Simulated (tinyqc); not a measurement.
# Frequency dispersion of an accumulation capacitance by border traps, distributed model: effects of single changes

Traps spread evenly through the insulator exchange electrons with the semiconductor by tunnelling, with tau(x) = t0 exp(2 ka x) at depth x from the interface. The admittance per area Y seen at depth x obeys dY/dx = -Y^2/(i w eps0 eox) + q Nb ln(1 + i w tau)/tau, with Y(0) = i w Cs and w = 2 pi f; the gate sees Y(tox) = G + i w C. Working variable y = Y/(i w), in uF/cm^2. Cox = eps0 eox/tox.

Inputs (values chosen for the exercise); permittivity close to that of zirconium oxide:
- eox = 22.9 (relative permittivity of the insulator)
- tox = 6.3 nm (insulator thickness)
- Cs = 1.1 uF/cm^2 (semiconductor capacitance in accumulation)
- Nb = 3.5e18 cm^-3 eV^-1 (density of border traps)
- ka = 6.3 1/nm (decay constant of the wave function in the insulator)
- t0 = 3e-11 s (time constant of a trap at the interface)
- f = 1e5 Hz (frequency)

Constants: q = 1.602176634e-19 C, eps0 = 8.8541878128e-14 F/cm where lengths are in cm. Results are converted to the units shown.

Each table varies one quantity; the others keep the values above.

## Capacitance and loss against frequency

Cox; trap-free value 1/(1/Cox + 1/Cs); response depth d = ln(1/(w t0))/(2 ka), where w tau = 1; lumped estimate: all traps within d act as C_bt = q Nb d placed at d/2, so C = 1/{1/[1/(1/Cs + d/(2 eps0 eox)) + C_bt] + (tox - d/2)/(eps0 eox)}. C and G from a fine integration; dispersion -d C/d log10 f over C, from f times and over 1.1. For a broad spread of time constants G/w is close to -(pi/2) dC/d ln w.

The same in every row: trap-free C (uF/cm^2) = 0.8198.

Results:

| f (Hz) | d (nm) | C (uF/cm^2) | G/w (uF/cm^2) | dispersion (% a decade) | -(pi/2) dC/d ln w (uF/cm^2) | lumped C (uF/cm^2) |
|---|---|---|---|---|---|---|
| 10 | 1.594 | 0.8758 | 0.004477 | 0.7492 | 0.004476 | 0.8729 |
| 100 | 1.412 | 0.8693 | 0.004406 | 0.7429 | 0.004406 | 0.8664 |
| 1000 | 1.229 | 0.8629 | 0.004337 | 0.7367 | 0.004336 | 0.8601 |
| 10000 | 1.046 | 0.8566 | 0.004269 | 0.7305 | 0.004269 | 0.8538 |
| 1e6 | 0.6807 | 0.8443 | 0.004138 | 0.7184 | 0.004138 | 0.8416 |
| 1e7 | 0.4979 | 0.8383 | 0.004072 | 0.7125 | 0.004074 | 0.8356 |

Estimate the missing row, f = 1e5 Hz.

Computed row:

| f (Hz) | d (nm) | C (uF/cm^2) | G/w (uF/cm^2) | dispersion (% a decade) | -(pi/2) dC/d ln w (uF/cm^2) | lumped C (uF/cm^2) |
|---|---|---|---|---|---|---|
| 1e5 | 0.8634 | 0.8504 | 0.004203 | 0.7244 | 0.004203 | 0.8477 |

With this row back in the table: C falls from 0.8758 to 0.8383 uF/cm^2, towards the trap-free 0.8198; each decade of frequency removes ln 10/(2 ka) = 0.183 nm from the response depth. The dispersion falls from 0.749 to 0.713 % a decade and G/w falls from 0.00448 to 0.00407 uF/cm^2. G/w lies between 0.999 and 1.00 times -(pi/2) dC/d ln w, the relation for a broad spread of time constants.

## Effect of the density of border traps

Same model as above.

The same in every row: d (nm) = 0.8634; trap-free C (uF/cm^2) = 0.8198.

Effect of the density of border traps:

| Nb (cm^-3 eV^-1) | C (uF/cm^2) | G/w (uF/cm^2) | dispersion (% a decade) | -(pi/2) dC/d ln w (uF/cm^2) | lumped C (uF/cm^2) |
|---|---|---|---|---|---|
| 1e18 | 0.8286 | 0.001219 | 0.2156 | 0.001219 | 0.8278 |
| 2e18 | 0.8374 | 0.002423 | 0.4241 | 0.002423 | 0.8358 |
| 6e18 | 0.8718 | 0.007100 | 1.194 | 0.007100 | 0.8672 |
| 1e19 | 0.9054 | 0.01156 | 1.872 | 0.01156 | 0.8979 |
| 3e19 | 1.062 | 0.03103 | 4.282 | 0.03102 | 1.041 |
| 7e19 | 1.327 | 0.05908 | 6.521 | 0.05901 | 1.284 |
| 2e20 | 1.903 | 0.09933 | 7.618 | 0.09891 | 1.819 |
| 4e20 | 2.381 | 0.1114 | 6.805 | 0.1105 | 2.269 |

As Nb goes from 1e18 to 4e20, C rises from 0.829 to 2.38 uF/cm^2, the dispersion goes from 0.216 through a maximum of 7.62 (at Nb = 2e20 among the rows listed) to 6.80 % a decade and G/w rises from 0.00122 to 0.111 uF/cm^2. The lumped estimate is 0.094 % below C in the first row and 4.7 % below it in the last. The dispersion goes as Nb^(0.98) between the first two rows and Nb^(-0.16) between the last two: dense traps near the interface screen those behind them.

Program tinyqc, `OMP_NUM_THREADS=1 python tinyqc.py 2202205 2202206 out.jsonl`; Intel Xeon 2.30GHz, shared host, one thread, about 0.5 s.
